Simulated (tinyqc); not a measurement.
# Bulk transistor, scale length and short-channel effects: effect of the relative permittivity of the insulator

A gate, an insulator of thickness ti and a depleted layer of depth ts on a conducting body. Below threshold the potential that source and drain add obeys Laplace's equation and vanishes on the gate and at the bottom of the depleted layer. Its lowest mode decays along the channel as exp(-k y); k is the smallest positive root of the matching condition at the interface, and the scale length is Lambda = pi/k.

k is the smallest positive root of f(k) = eps_r sin(k ti) cos(k ts) + ei cos(k ti) sin(k ts). Along the channel psi(y) = s + a exp(y/l) + b exp(-y/l) with psi(0) = Vbi, psi(L) = Vbi + Vds and l = 1/k = Lambda/pi; with A = Vbi - s, B = A + Vds, x = exp(-L/l): a = (B - A x) x/(1 - x^2), b = (A - B x)/(1 - x^2). The minimum is s + 2 sqrt(a b), at y = (l/2) ln(b/a). The long-channel potential follows the gate as s = sT + (Vg - VTL)/m, and the threshold VT is the gate voltage at which the minimum equals sT. Swing = m Vt ln 10/g at threshold, g = d(minimum)/ds = 1 - (b x + a)/((1 + x) sqrt(a b)). DIBL = [VT(0.05 V) - VT(Vds)]/(Vds - 0.05 V). sT and Vbi are held fixed; m = 1 + eps_r ti/(ei ts) in each row.

Parameters, values chosen for the exercise; permittivities: semiconductor close to that of indium arsenide, insulator close to that of hafnium oxide:
- T = 300 K (temperature)
- eps_r = 14.9 (relative permittivity of the semiconductor)
- ti = 4.9 nm (insulator thickness)
- ts = 10 nm (depletion depth)
- L = 24 nm (channel length)
- Vbi = 0.95 V (potential of the source)
- sT = 0.55 V (potential of the barrier top at threshold)
- Vds = 1 V (drain voltage)

Constants: q = 1.602176634e-19 C, kB = 1.380649e-23 J/K, Vt = kB T/q. Results are converted to the units shown.

Result of one run:
```
Lambda (nm),L/Lambda,VT - VTL at Vds (mV),DIBL (mV/V),swing (mV/decade)
13.05,1.839,-112.7,52.69,80.78
```

Which relative permittivity of the insulator ei gave this result: 5.7, 8.5, 18, 27 or 40?

ei = 40.

The whole series:
```
ei,Lambda (nm),L/Lambda,VT - VTL at Vds (mV),DIBL (mV/V),swing (mV/decade)
3.9,17.59,1.364,-671.7,320.8,230.9
5.7,16.90,1.420,-476.5,226.9,178.5
8.5,16.09,1.492,-337.3,160.0,141.1
12,15.36,1.563,-254.6,120.4,118.8
18,14.51,1.654,-187.5,88.31,100.8
27,13.73,1.749,-142.4,66.83,88.69
40,13.05,1.839,-112.7,52.69,80.78
```

As ei goes from 3.9 to 40, Lambda falls from 17.6 to 13.1 nm, DIBL falls from 321 to 52.7 mV/V and the swing falls from 231 to 80.8 mV a decade. On average Lambda goes as ei^(-0.13). For ei = 3.9 to 8.5 L is under 1.5 Lambda, where higher modes, left out of the one-mode potential, count.

Numbers from tinyqc (`OMP_NUM_THREADS=1 python tinyqc.py 2420133 2420134 out.jsonl`; about 0.01 s on one thread of a shared Intel Xeon 2.30GHz).
